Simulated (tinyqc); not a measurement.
Worked calculation: UKS/PBE in the sto-6g basis, for H4, spin multiplicity 3. This run ends on a higher stationary point, not on the lowest solution. Computed by tinyqc, a small Python program that keeps every step (integrals from PySCF). Settings: charge = 0, multiplicity = 3, basis = sto-6g, energy threshold = 1e-09, iteration cap = 82, orthogonalisation = canonical, start = core, DIIS depth = 6, DIIS from iteration = 2, method = UKS, functional = pbe,pbe, grid = [40, 14]. Command: `OMP_NUM_THREADS=1 python tinyqc.py 22471 22472 out.jsonl` (the two numbers bound the seeds that draw the settings). One thread of a shared host (Intel(R) Xeon(R) Processor @ 2.60GHz), about 4 s of CPU time with the checks.

Geometry (angstrom):
```
atom         x         y         z
H     0.000000  0.000000  0.000000
H     0.000000  0.000000  1.675000
H     0.000000  0.000000  3.430000
H     0.000000  0.000000  5.106000
```

Stop when the energy changes by less than 1e-09 hartree and every element of the error matrix X^T (F D S - S D F) X (for each spin) is below 9e-06.

Course of the cycle:
```
iteration  E (hartree)     change  largest element of the error matrix
1          -1.76228088          -                             2.14e-01
2          -1.74278223   1.95e-02                             1.88e-01
3          -1.62030368   1.22e-01                             2.00e-01
4          -1.74677248  -1.26e-01                             1.92e-01
5          -1.90926105  -1.62e-01                             3.41e-02
6          -1.91440434  -5.14e-03                             1.80e-02
7          -1.91603899  -1.63e-03                             6.11e-03
8          -1.91628539  -2.46e-04                             4.63e-03
9          -1.91630904  -2.37e-05                             4.35e-03
10         -1.91644657  -1.38e-04                             3.84e-03
11         -1.91651117  -6.46e-05                             3.16e-03
12         -1.91591626   5.95e-04                             1.47e-03
13         -1.91592359  -7.33e-06                             1.04e-04
14         -1.91592357   1.36e-08                             3.53e-05
15         -1.91592357   2.74e-09                             7.42e-06
16         -1.91592357   7.75e-10                             9.99e-07
```

Can the last value be used, and what does the course show?

No, though the log alone does not show it. Converged in 16 iterations. But the solution lies 0.00465 hartree above the reference: it is another stationary point, not the lowest one. Reruns (cap 100 unless said): DIIS 8: converged in 12 to a higher stationary point; damping 0.5: not converged; level shift 0.5: not converged; atomic densities as start, DIIS 8: converged in 12 to a higher stationary point. PySCF UKS in the same basis, fine grid, after a stability check = -1.92057464 hartree, which differs from a converged run on this coarse grid by the grid error.
